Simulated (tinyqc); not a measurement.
Mobility limited by charged threading dislocations: one step, computed by the program tinyqc. Command: `OMP_NUM_THREADS=1 python tinyqc.py 3031134 3031135 out.jsonl disl walk`. One thread of a shared host (Intel(R) Xeon(R) Processor @ 2.30GHz), about 0.01 s of CPU time with the checks.

Parallel lines trap electrons, one site every c, and the current flows across them. Donors are taken as fully ionised and statistics as non-degenerate; SI units, mass times m_0.

Task: Line charge and screening. The filling is f = f_0; Read radius R = sqrt(f/(pi c N)). Free electrons n = N - f N_dis/c; screening length lambda = sqrt(eps eps_0 k_B T/(e^2 n)).

Inputs (values chosen for the exercise, modelled on germanium on silicon):
```
quantity                                  value      unit
permittivity eps                             16         -
site spacing c along the line                 4  angstrom
largest filling f_0                         0.5         -
acceptor level E_t below the band edge      0.3        eV
dislocation density N_dis               8.5e+08    1/cm^2
donor density N                         1.7e+17    1/cm^3
temperature T                               300         K
```

Band: parabolic. Filling of the line: given.

Constants: eps_0 = 8.8541878128e-12 F/m; k_B = 1.380649e-23 J/K; e = 1.602176634e-19 C.

Give: filling f; Read radius R; free electrons n; screening length lambda; share of electrons trapped.

Result:

filling f = 0.5

Read radius R = 48.379 nm

free electrons n = 1.5938e+17 1/cm^3

screening length lambda = 11.976 nm

share of electrons trapped = 6.25 %

The depleted cylinders cover 6.2 % of the area; the mean distance between lines is 343 nm. Caution: the potential of a line filled this far exceeds the acceptor depth E_t = 0.3 eV, so its own charge would keep f lower. Caution: the Read radius sqrt(f/(pi c N)) exceeds three screening lengths: the line potential is not weak, and the Born approximation overstates the scattering, possibly several times.
